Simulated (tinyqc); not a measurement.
Precursor delivery by bubblers, mass-transport growth and the solid composition of a III-V alloy: one step, computed by the program tinyqc.

1 sccm = 44.615 micromol/min; 1 torr = 133.322 Pa. The sources decompose fully at the surface.

Problem. Partial pressures in the reactor. p_i = p n_i/(44615 F_t), F_t in slm; p_V = p F_V/(1000 F_t), counted per molecule supplied; V/III = 44.615 F_V/(n1 + n2); vapour fraction of source 2 = n2/(n1 + n2).

Inputs (values chosen for the exercise, modelled on triethylgallium (source 1) and trimethylindium (source 2) for the vapour pressures): bath temperature T1 = 290 K; bath temperature T2 = 306 K; total flow F_t = 16 slm; group-V flow F_V = 180 sccm; reactor pressure p = 200 torr.

molar flow 1 = 16.60849 micromol/min

molar flow 2 = 18.68152 micromol/min

Give: p_1; p_2; p_V; V/III ratio; vapour fraction of source 2.

Solution.

p_1 = 0.004653 torr

p_2 = 0.005234 torr

p_V = 2.25 torr

V/III ratio = 227.6

vapour fraction of source 2 = 0.5294
